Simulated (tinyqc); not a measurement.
Inside a calculation. Model: sheet resistance and Hall data of a diffused or implanted layer. Computed by tinyqc, a small Python program that keeps every step. Command: `OMP_NUM_THREADS=1 python tinyqc.py 3026258 3026259 out.jsonl layer walk`. One thread of a shared host (Intel(R) Xeon(R) Processor @ 2.30GHz), about 0.01 s of CPU time with the checks. Intermediate numbers are printed to about 5 digits and carried at full precision; extremes and crossings named in words are read from the listed rows.

Carriers are taken equal to the net active doping down to the junction (full ionisation, which deep dopants in wide-gap hosts do not reach; no spill-over, no depletion), and the Hall factor is 1.

Inputs (values chosen for the exercise, modelled on donors in GaAs):
```
quantity                                 value        unit
mu_min                                     502  cm^2/(V s)
mu_max                                    9530  cm^2/(V s)
N_ref                                  5.8e+16      1/cm^3
exponent alpha                            0.38           -
peak concentration N_0                 6.7e+17      1/cm^3
length scale l                              80          nm
background doping N_B (opposite type)  2.1e+14      1/cm^3
probe current I                              1          mA
magnetic field B                             1           T
```

Profile: complementary error function. Activation: complete.

Constants: e = 1.602176634e-19 C.

## Dose and junction depth

N(x) = N_0 erfc(x/l), dose N_0 l/sqrt(pi), junction x_j = l erfc^-1(N_B/N_0).

dose = 3.0241e+12 1/cm^2

junction depth x_j = 203.87 nm

## Profile

Mobility mu = mu_min + (mu_max - mu_min)/(1 + (N_t/N_ref)^alpha), N_t = active doping + N_B; carriers n = active doping - N_B, all dopants active. sigma = e n mu.

Depth, doping, carriers, mobility and conductivity at 2, 10, 20, 35, 50, 65, 80, 90 and 98 % of the layer:
```
x (nm)  N (1/cm^3)  n (1/cm^3)  mu (cm^2/(V s))  sigma (S/cm)
4.08    6.3150e+17  6.3129e+17           3097.8    3.1332e+02
20.39   4.8143e+17  4.8122e+17           3292.5    2.5385e+02
40.77   3.1560e+17  3.1539e+17           3610.8    1.8245e+02
71.35   1.3881e+17  1.3860e+17           4273.1    9.4886e+01
101.93  4.7939e+16  4.7729e+16           5175.6    3.9578e+01
132.52  1.2832e+16  1.2622e+16           6262.6    1.2665e+01
163.10  2.6379e+15  2.4279e+15           7351.0    2.8595e+00
183.48  7.9095e+14  5.8095e+14           7939.7    7.3902e-01
199.79  2.7648e+14  6.6476e+13           8267.7    8.8056e-02
```

The mobility varies by a factor 2.7 across these points and the conductivity by 3560.

## Sheet values

Integrals from x_0 (0 unless stated) to x_j by the midpoint rule on 400 even intervals: 1/R_s = e int n mu dx; sheet density n_s = int n dx; Hall sheet density (int n mu dx)^2/int n mu^2 dx; Hall mobility int n mu^2 dx/int n mu dx. Mean conductivity 1/(R_s x_j); mean mobility 1/(e n_s R_s).

sheet resistance R_s = 571.61 ohm

sheet density n_s = 3.0195e+12 1/cm^2

mean mobility = 3616.3 cm^2/(V s)

Hall sheet density = 2.9300e+12 1/cm^2

Hall mobility = 3726.7 cm^2/(V s)

mean conductivity 1/(R_s x_j) = 85.813 S/cm

Carriers amount to 99.8 % of the dose. A Hall measurement weights the mobile tail and reports 97.0 % of n_s.

## What the probes read

Collinear four-point probe on a large thin layer: V = I R_s ln(2)/pi. Van der Pauw on a symmetric sample: R = R_s ln(2)/pi as well. Hall voltage V_H = I B/(e x Hall sheet density); tangent of the Hall angle V_H/(I R_s).

four-point voltage = 126.12 mV

Hall voltage = 213.02 mV

tangent of the Hall angle = 0.37267

## Shortcuts against the integral

Shortcuts: R_s = 1/(e Q mu) with the dose Q and the mobility at the (active) peak concentration; 1/(e n_s mu) with mu at N_t = n_s/x_j + N_B; 1/(e Q mu_max).

Sheet resistances:
```
method                                   R_s (ohm)  deviation (%)
integral                                    571.61          0.000
dose, mobility at the peak                  675.29         18.139
n_s, mobility at the mean concentration     489.93        -14.289
dose, mu_max                                216.57        -62.111
```

The closest shortcut is «n_s, mobility at the mean concentration» (-14.3 %). The peak mobility is the lowest in the layer, so with full activation it overestimates R_s.

## Stripping the layer step by step

After removing a depth d the integrals start at d. Differences between neighbouring rows give the local conductivity -d(1/R_s)/dx at the middle of the slice (the last slice uses one more step, not listed).

Differential sheet resistance:
```
removed d (nm)  R_s (ohm)  slice conductivity (S/cm)  sigma at mid-slice (S/cm)
0                     572                     291.72                     291.78
20                    858                     219.63                     219.38
40                   1376                     153.47                     152.98
60                   2382                      98.70                      98.10
80                   4496                      57.87                      57.30
100                  9376                      30.60                      30.14
120                 21999                      14.39                      14.07
140                 59960                       5.89                       5.70
```

R_s doubles after removing between 20.0 and 40.0 nm of a layer 204 nm deep, so half the current flows above that depth. Where sigma exceeds a tenth of its largest listed value, the slice values agree with it within 2 %.

Checks made by the program: conductance integral against adaptive quadrature (relative difference 2e-06).
